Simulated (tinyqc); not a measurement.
Thin-film optics by transfer matrices, step by step. Values are carried at full precision from step to step, so a last printed digit may differ when a step is redone from the rounded ones.

Indices N = n + i k. Snell: N0 sin(theta) = N_j sin(theta_j), with Im(N_j cos theta_j) >= 0. Admittance y_j = N_j cos theta_j for s and N_j/cos theta_j for p. Phase delta_j = 2 pi N_j cos theta_j d_j/lambda. Layer matrix [[cos delta, -i sin delta/y], [-i y sin delta, cos delta]], multiplied from the top down to M. (B, C) = M (1, y_sub); r = (y0 B - C)/(y0 B + C), R = |r|^2, T = 4 Re y0 Re y_sub/|y0 B + C|^2, absorbed in the films 1 - R - T.

Parameters, chosen for this exercise (indices near those of Si3N4 on polySi; shifted at random, so the results belong to these values and not to a real crystal):

| symbol | value | unit | meaning |
|---|---|---|---|
| lam | 365 | nm | vacuum wavelength |
| n0 | 1 |  | ambient index |
| n | (2.061, 4.897) |  | n of Si3N4, substrate |
| k | (0, 2.707) |  | k in the same order |
| d | (16.4) | nm | thicknesses, top first |
| theta | 45 | degrees | angle of incidence |
| pol | s |  | polarisation |

## Angles, admittances and phases

Form cos theta_j, y_j and delta_j.

cos theta_j: ambient 0.7071, film 1 0.9393, substrate 0.9958+0.0068i

y_j: ambient 0.7071, film 1 1.9359, substrate 4.8579+2.7288i

delta_j (rad): film 1 0.5465

## Layer matrices and their product

Form each matrix and multiply from the top down.

M:
```
          1         2
1    0.8543  -0.2685i
2  -1.0061i    0.8543
```

Each matrix has determinant 1, and so has M.

## Reflection and transmission

Close the stack on the substrate.

B, C: 1.5869-1.3042i  4.1503+1.3252i

r = -0.6034-0.3801i
R = 0.5086
T into the substrate = 0.4914
absorbed in the films = 0.0000

The bare substrate would reflect 0.6423.

## Ellipsometric angles

Ellipsometry: rho = tan(Psi) exp(i Delta) = -conj(r_p/r_s) with the r of the admittance formula, Delta in 0 to 360 degrees, so that a bare dielectric at small angles gives Delta = 180.

Repeat the steps for both polarisations.

r_s = -0.6034-0.3801i
r_p = -0.2966-0.4673i
Psi = 37.81 degrees
Delta = 154.62 degrees

## Checks

- R against the recursion of Airy sums from the substrate up: both 0.50858.

Program tinyqc; command `OMP_NUM_THREADS=1 python tinyqc.py 1681612 1681613 out.jsonl`; about 0.02 s on one thread of a shared Intel(R) Xeon(R) Processor @ 2.30GHz.
